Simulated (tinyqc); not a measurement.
Stoner model of a band ferromagnet: one step. The paramagnetic state and the Stoner criterion. Three cases, with inputs chosen for the exercise.

Task: Find EF from nd/2 states per spin, D(EF) and the product I D(EF); below 1 the susceptibility is enhanced by 1/(1 - I D).

Density of states per atom and spin: triangular, D(e) = (4 M/W^2) (W/2 - |e|). Levels e -/+ I m/2 for up and down spin, m = n_up - n_down, n_up + n_down = nd. At zero temperature e(N) is the energy below which N states lie, and E(m) = sum over spins of integral e D de - I m^2/4.

Give: EF; D(EF); I D(EF).

Case 1.

Values chosen:
- W = 5.1 eV (band width, e from -W/2 to W/2)
- M = 5 (states per atom and spin)
- nd = 9.18 (electrons per atom)
- I = 1.3 eV (Stoner parameter)

Result:

EF = 1.5173 eV
D(EF) = 0.7941 1/eV
I D(EF) = 1.0323

Case 2.

Values chosen:
- W = 6 eV (band width, e from -W/2 to W/2)
- M = 5 (states per atom and spin)
- nd = 6.94 (electrons per atom)
- I = 1.14 eV (Stoner parameter)

Result:

EF = 0.6531 eV
D(EF) = 1.3038 1/eV
I D(EF) = 1.4864

Case 3.

Values chosen:
- W = 6.3 eV (band width, e from -W/2 to W/2)
- M = 5 (states per atom and spin)
- nd = 7.33 (electrons per atom)
- I = 1.3 eV (Stoner parameter)

Result:

EF = 0.8481 eV
D(EF) = 1.1599 1/eV
I D(EF) = 1.5079

The paramagnet is unstable.

Computed by tinyqc, one run a case: `OMP_NUM_THREADS=1 python tinyqc.py N N+1 out.jsonl` with N = 1681607, 1682148, 1682722; one thread of a shared Intel(R) Xeon(R) Processor @ 2.30GHz, about 0.8 s a run at most.
